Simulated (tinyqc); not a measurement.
Which single mass stands for the valley: donor in an ellipsoidal valley (Kohn-Luttinger variational method). Computed by tinyqc, a small Python program. Command: `OMP_NUM_THREADS=1 python tinyqc.py 3029724 3029725 out.jsonl kohnlutt walk`. One thread of a shared host (Intel(R) Xeon(R) Processor @ 2.30GHz), about 0.04 s of CPU time with the checks.

H = -(d^2/dx^2 + d^2/dy^2) - gamma d^2/dz^2 - 2/r in units built on m_t, with gamma = m_t/m_l and z along the valley axis. One valley; no valley-orbit or central-cell term.

Inputs (values chosen for the exercise, for a model semiconductor): transverse mass m_t = 0.383 m_0; longitudinal mass m_l = 2.31 m_0; dielectric constant eps = 16.2.

Constants: Ry = 13.605693123 eV; a_0 = 0.529177210903 angstrom.

Method:
- Ry* = Ry m_t/eps^2, a* = a_0 eps/m_t, gamma = m_t/m_l.
- Trial function exp(-sqrt((x^2 + y^2)/a^2 + z^2/b^2)) with beta = b/a < 1: E = t/a^2 - u/a, t = (2 + gamma/beta^2)/3, u = 2 arcsin(sqrt(1 - beta^2))/sqrt(1 - beta^2); the best a is 2 t/u and E(beta) = -u^2/(4 t).
- Golden-section search on beta from 0.05 to 0.999, 60 steps.
- Gaussian basis: g = P exp(-al (x^2 + y^2) - be z^2) with P = 1 (s-like), z (2p0) or x (2p+-); al = 0.004 x 2.6^k, k = 0..11, and be/al = 1, gamma^(-1/2) or 1/gamma (36 functions); 1/r = (2/sqrt(pi)) int exp(-t^2 r^2) dt by 48 Gauss-Legendre points after t = sqrt(al_i + al_j) tan(theta); overlap eigenvalues below 1e-10 are dropped.
- A hydrogenic level is Ry m/eps^2 for one mass m; errors are against the Gaussian basis.

gamma = 0.165801

1s binding energy, Gaussian basis = 32.8244 meV

1s binding energy, trial function = 32.7650 meV

1s binding energy:
```
rule                                      mass (m_0)  binding (meV)  error (%)
transverse mass                               0.3830          19.86     -39.51
conductivity mass 3/(2/m_t + 1/m_l)           0.5305          27.50     -16.21
density-of-states mass (m_t^2 m_l)^(1/3)      0.6972          36.14      10.11
longitudinal mass                             2.3100         119.76     264.84
trial function with a and b                        -          32.76      -0.18
mass that fits 1s                             0.6331          32.82       0.00
```

What follows from these numbers?

The conductivity mass, which is what a spherical trial function (a = b) gives, falls short by 16.2 %, as a restricted variational bound must; the density-of-states mass is off by +10.1 %. The mass that fits lies between the two.

Extremes, crossings and ranges named in words are read from the listed rows.
